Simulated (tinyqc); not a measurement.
Inside a calculation. Model: resistance of a source-drain extension with a graded tip.

Program tinyqc, `OMP_NUM_THREADS=1 python tinyqc.py 2282295 2282296 out.jsonl`; Intel Xeon 2.30GHz, shared host, one thread, about 0.03 s. Printed values are rounded.

y runs along the channel, the gate covers y > 0. The doping is N0 for y < y0 and N0 10^(-(y - y0)/la) beyond, uniform over the depth xj. Sheet conductance s(y) = q mu(N) max(N - Nch, 0) xj + (for y > 0) ma Cox Vo, with mu(N) = u0 + (u1 - u0)/(1 + (N/Nr)^au) and Cox = eps0 eox/tox. Current is taken as one-dimensional; depletion of the tip, spreading and the contact are left out. The metallurgical junction lies at yj, where N = Nch.

Inputs (values chosen for the exercise); mobility law close to that of electrons in silicon:
```
symbol,value,unit,meaning
eox,25,,relative permittivity of the gate insulator (close to zirconium oxide)
tox,5.1,nm,insulator thickness
N0,1.8e20,cm^-3,active doping of the extension far from the gate
la,6.6,nm/decade,lateral abruptness
y0,0.6,nm,position under the gate where the fall begins (gate edge at 0)
xj,26,nm,depth of the extension
Nch,6e17,cm^-3,channel doping
Vo,0.44,V,gate overdrive
ma,150,cm^2/(V s),mobility of the gate-induced layer
u1,1414,cm^2/(V s),mobility at low doping
u0,68.5,cm^2/(V s),mobility at high doping
Nr,9.2e16,cm^-3,reference doping
au,0.711,,exponent
Lg,60,nm,gate length
```

Constants: q = 1.602176634e-19 C, eps0 = 8.8541878128e-14 F/cm where lengths are in cm. Results are converted to the units shown.

## Sheet resistances and junction position

yj = y0 + la log10(N0/Nch); sheet resistance of the full extension 1/[q mu(N0)(N0 - Nch) xj] and of the gate-induced layer 1/(ma Cox Vo); metallurgical length Lg - 2 yj; ye is where the doped and the gate-induced conductances are equal.

yj = 16.9490 nm
sheet resistance of the extension = 179.327 ohm/square
sheet resistance of the induced layer = 3490.90 ohm/square
metallurgical length = 26.1020 nm
ye = 10.5397 nm
N at ye = 5.61382e18 cm^-3

The gate takes over 6.41 nm before the junction, where N is still 9.36 times the channel doping.

## Resistance of the overlapped part

Midpoint rule on 8 equal steps from 0 to yj: R_ov = sum h/s(y), per width.

```
point	y (nm)	N (cm^-3)	doped conductance (uS)	sheet resistance (ohm/square)
0	1.05931	1.53349e20	4794.72	196.805
1	3.17794	7.32278e19	2421.87	369.231
2	5.29656	3.49681e19	1258.73	647.171
3	7.41519	1.66981e19	677.455	1037.44
4	9.53381	7.97379e18	376.599	1508.16
5	11.6524	3.80768e18	210.498	2012.25
6	13.7711	1.81826e18	107.841	2536.14
7	15.8897	8.68267e17	32.9972	3130.32
```

R_ov = 24.232 ohm um

The exact integral is 24.301 ohm um; the coarse sum is 0.29 % below it.
